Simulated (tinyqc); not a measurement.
Inside a calculation. Method: tight binding, honeycomb lattice. One step of it, computed by the program tinyqc.

Problem. Levels at k. Diagonalise the Hermitian matrix.

H(k) at k (eV):
```
                     A                    B
A            -0.823212  -7.455954-2.397803i
B  -7.455954+2.397803i            -0.877758
```

Give: eigenvalues; weights |c|^2 of the basis functions.

Solution.

eigenvalues (eV): -8.683  6.982

weights |c|^2 of the basis functions:
```
   band 1  band 2
A   0.498   0.502
B   0.502   0.498
```
